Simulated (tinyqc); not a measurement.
# Loss and coupling from a measured resonance

Question. An all-pass ring of radius Rr has F = FSR/FWHM = pi sqrt(a t)/(1 - a t) and Tmin = (a - t)^2/(1 - a t)^2; it is known to be undercoupled (t > a). a = 10^(-al L/20), L = 2 pi Rr, k2 = 1 - t^2, FSR = lam^2/(ng L). Find ng, al and k2.

Parameters, values chosen for the exercise: cold resonance wavelength lam = 1550 nm; ring radius Rr = 15 um.

FSR = 6.127720365 nm
FWHM = 67.14143771 pm
Tmin (linear) = 0.1049627614

Solution. The finesse gives the product a t, Tmin the difference |a - t|; the spectrum alone cannot tell which is which.

ng = 4.16
al = 21.0 dB/cm
k2 = 0.0230

Numbers from tinyqc (`OMP_NUM_THREADS=1 python tinyqc.py 2650104 2650105 out.jsonl`; about 0.01 s on one thread of a shared Intel Xeon 2.30GHz).
